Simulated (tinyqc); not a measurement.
Transverse acoustic branch against its sound line: Keating valence-force model of a tetrahedral crystal. Computed by tinyqc, a small Python program. Command: `OMP_NUM_THREADS=1 python tinyqc.py 3027732 3027733 out.jsonl keating walk`. One thread of a shared host (Intel(R) Xeon(R) Processor @ 2.30GHz), about 0.02 s of CPU time with the checks.

Atom A sits at 0 and atom B at a/4 (1,1,1) of an fcc lattice; the four bonds from A are t = a/4 (1,1,1), a/4 (1,-1,-1), a/4 (-1,1,-1), a/4 (-1,-1,1), of length d = sqrt(3) a/4. Energy: E = (3 alpha/(8 d^2)) sum over bonds (r.r - d^2)^2 + (3 beta/(8 d^2)) sum over pairs of bonds at one atom (r_i.r_j + d^2/3)^2, with beta_A for the six pairs at A and beta_B for the six at B. The cell holds two atoms, Omega = a^3/4. 1 N/m = 1 J/m^2. With constants fitted to the elastic moduli this model puts optical and zone-boundary frequencies of real crystals too high, by up to about 20 % in elemental crystals and up to about 50 % in compounds, and mostly by more for TA modes; in compounds the lattice part of the static dielectric constant then comes out too low.

Inputs (values chosen for the exercise, modelled on indium phosphide): lattice constant a = 5.869 angstrom; mass M_A = 114.82 u; mass M_B = 30.97 u; bond stretching alpha = 43.9 N/m; bond bending beta_A = 6.34 N/m; bond bending beta_B = 8.17 N/m.

Structure: zinc blende.

Constants: nu for 1 eV/(angstrom^2 u) = 15.6333042 THz; 1 eV/angstrom^2 = 16.02176634 J/m^2; u = 1.6605390666e-27 kg.

Method:
- beta = (beta_A + beta_B)/2; C11 = (alpha + 3 beta)/a, C12 = (alpha - beta)/a, C44 = 4 alpha beta/(a (alpha + beta)); with the two sublattices clamped C44(0) = (alpha + beta)/a; internal-strain parameter zeta = (alpha - beta)/(alpha + beta); B = (C11 + 2 C12)/3.
- With displacements u exp(i q.r), each bracket changes by g.u, where g = (g_A, g_B): bond t, g = (-2 t, 2 t exp(i q.t)); pair (i, j) at A, g = (-(t_i + t_j), t_i exp(i q.t_j) + t_j exp(i q.t_i)); pair at B, g = (-t_i exp(-i q.t_j) - t_j exp(-i q.t_i), t_i + t_j). Then D_mn = sum over the 4 bonds and 12 pairs of (4 k/a^2) conj(g_m) g_n / sqrt(M_m M_n), with k = alpha or beta converted to eV/angstrom^2. Only the short-range forces enter; the Coulomb field of the charges is left out.
- An eigenvalue lambda of D in eV/(angstrom^2 u) gives nu = 15.6333042 THz x sqrt(lambda).
- The sound line is nu = v q/(2 pi) with v = sqrt(C44/rho), rho = (M_A + M_B)/Omega; the clamped line uses C44(0).

C44 = 42.4336 GPa

clamped C44(0) = 87.1614 GPa

Frequencies (THz) along G-X; columns: (1) q (2 pi/a); (2) lowest branch; (3) sound line, relaxed C44; (4) sound line, clamped C44(0); (5) third-lowest frequency; (6) highest frequency:
```
(1)      (2)     (3)     (4)     (5)     (6)
0.05  0.2534  0.2536  0.3634  0.4114  11.310
0.15  0.7554  0.7607  1.0902  1.2271  11.287
0.30  1.4784  1.5214  2.1805  2.4057  11.215
0.45  2.1351  2.2821  3.2707  3.4851  11.109
0.60  2.6890  3.0428  4.3609  4.4103  10.988
0.75  3.1016  3.8035  5.4511  5.1171  10.879
0.90  3.3373  4.5642  6.5414  5.5323  10.809
1.00  3.3834  5.0713  7.2682  5.6148  10.795
```

What follows from these numbers?

At small q the branch follows the relaxed line (0.999 of it, against 0.697 of the clamped one): in a long shear wave the sublattices shift against each other. At X it reaches 67 % of the relaxed line. Real tetrahedral semiconductors have flatter TA branches than a Keating model fitted to their elastic constants, which needs longer-ranged terms to mend.

Extremes, crossings and ranges named in words are read from the listed rows.
